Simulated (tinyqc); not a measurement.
Domain walls in a thin film with perpendicular anisotropy: Bloch, Neel and chiral walls, motion and stripe domains. Changing the DMI constant D. Computed by tinyqc, a small Python program. Command: `OMP_NUM_THREADS=1 python tinyqc.py 3006271 3006272 out.jsonl mwall sweep`. One thread of a shared host (Intel(R) Xeon(R) Processor @ 2.30GHz), about 0.04 s of CPU time with the checks.

One-dimensional wall: polar angle theta(x), azimuth phi of the moment in the wall (phi = 0 Neel, 90 degrees Bloch). mu_0 = 1.25663706212e-6 T m/A, gamma = 1.76085963023e11 rad/(s T).

Inputs (values chosen for the exercise, for a model film):
```
quantity                      value    unit
saturation magnetisation M_s    935    kA/m
exchange stiffness A             24    pJ/m
uniaxial anisotropy K_u         670  kJ/m^3
thickness t                     2.3      nm
damping alpha                 0.096       -
field mu_0 H_z                  1.1      mT
```

Drive: magnetic field.

Method:
- K_eff = K_u - mu_0 M_s^2/2; Delta = sqrt(A/K_eff); sigma_0 = 4 sqrt(A K_eff); profile theta = 2 arctan exp(x/Delta); quality factor Q = 2 K_u/(mu_0 M_s^2).
- sigma(phi) = sigma_0 + 2 Delta K_D cos^2(phi) - pi D cos(phi), with the wall shape anisotropy K_D = N_x mu_0 M_s^2/2, N_x = t ln 2/(pi Delta). The minimum has cos(phi) = D/D_N for D < D_N = 4 Delta K_D/pi and phi = 0 beyond; sigma turns negative at D_c = (sigma_0 + 2 Delta K_D)/pi.
- Field drive: steady motion v = gamma Delta B/alpha needs B = (alpha/2) [2 B_D sin(phi) - B_K sin(2 phi)] in size, B_K = 2 K_D/M_s, B_D = pi D/(2 M_s Delta), with phi moving from its rest value; the Walker field B_W is the largest value of |B_D sin(phi) - (B_K/2) sin(2 phi)| times alpha, reached at cos(phi) = [d - sqrt(d^2 + 8)]/4, d = B_D/B_K. Far above B_W/alpha, v = gamma Delta B alpha/(1 + alpha^2); this is used for all B above B_W.

One run for each value; columns: (1) DMI constant D (mJ/m^2); (2) Walker field B_W (mT); (3) velocity at B_W (m/s); (4) azimuth phi (degrees); (5) wall energy sigma (mJ/m^2):
```
(1)       (2)     (3)     (4)     (5)
0.010   2.111   54.60  88.385  6.8078
0.020   2.193   56.72  86.770  6.8065
0.040   2.359   61.02  83.529  6.8011
0.079   2.692   69.62  77.139  6.7806
0.160   3.413   88.26  63.204  6.6949
0.320   4.929  127.49  25.625  6.3550
0.630   8.093  209.32   0.000  5.3865
1.300  15.380  397.79   0.000  3.2816
```

What does the table show?

Over the rows, Walker field B_W (mT) rises from 2.11 to 15.4 (exponent d ln y / d ln x 0.055 between the first rows and 0.89 between the last); velocity at B_W (m/s) rises from 54.6 to 398 (exponent d ln y / d ln x 0.055 between the first rows and 0.89 between the last); azimuth phi (degrees) falls from 88.4 to 0, flat over part of the range.  Left out: 2.50 (the wall energy is near zero or negative, and spirals replace domains).

Extremes, crossings and ranges named in words are read from the listed rows.
